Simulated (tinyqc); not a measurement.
Model-solid line-up of a strained alloy layer on a substrate: one step. Critical thickness (Matthews-Blakeslee, single layer). Two cases, with inputs chosen for the exercise.

Problem. h = K (ln(h/b) + 1) with K = b (1 - nu/4)/(4 pi |e_par| (1 + nu)) for 60-degree dislocations, b = a/sqrt(2) the Burgers vector (not the shear potential of the table), nu = C12/(C11 + C12). Iterate from h = 10 b until h changes by less than 1e-6 of itself.

Give: b (Burgers vector); nu; K; first iterates; critical thickness.

Case 1.

Alloy at x (a in angstrom, C11, C12, C44 in GPa, all else in eV):

| symbol | value |
|---|---|
| a | 6.042920 |
| Eg | 0.500554 |
| Dso | 0.381720 |
| Ev | -0.615615 |
| ac | -5.066000 |
| av | 1.059600 |
| b | -1.829200 |
| d | -3.553200 |
| C11 | 85.808000 |
| C12 | 46.032000 |
| C44 | 40.636000 |

e_par = 0.00266097

Solution.

b (Burgers vector) = 4.2730 angstrom
nu = 0.3492
K = 86.45 angstrom

first iterates (angstrom): 42.7  285.5  449.7  489.0  496.2  497.5

critical thickness = 49.78 nm

Case 2.

Alloy at x (a in angstrom, C11, C12, C44 in GPa, all else in eV):

| symbol | value |
|---|---|
| a | 5.812390 |
| Eg | 0.940557 |
| Dso | 0.498730 |
| Ev | -0.275240 |
| ac | -7.346200 |
| av | 1.035700 |
| b | -1.983700 |
| d | -4.769700 |
| C11 | 108.920000 |
| C12 | 50.306000 |
| C44 | 53.747000 |

e_par = 0.00836317

Solution.

b (Burgers vector) = 4.1100 angstrom
nu = 0.3159
K = 27.37 angstrom

first iterates (angstrom): 41.1  90.4  112.0  117.8  119.2  119.5

critical thickness = 11.96 nm

Thicker layers can relax, and the strained edges then no longer apply; metastable growth often exceeds this equilibrium value.

Computed by tinyqc, one run a case: `OMP_NUM_THREADS=1 python tinyqc.py N N+1 out.jsonl` with N = 1081185, 1081535; one thread of a shared Intel(R) Xeon(R) Processor @ 2.30GHz, about 0.02 s a run at most.
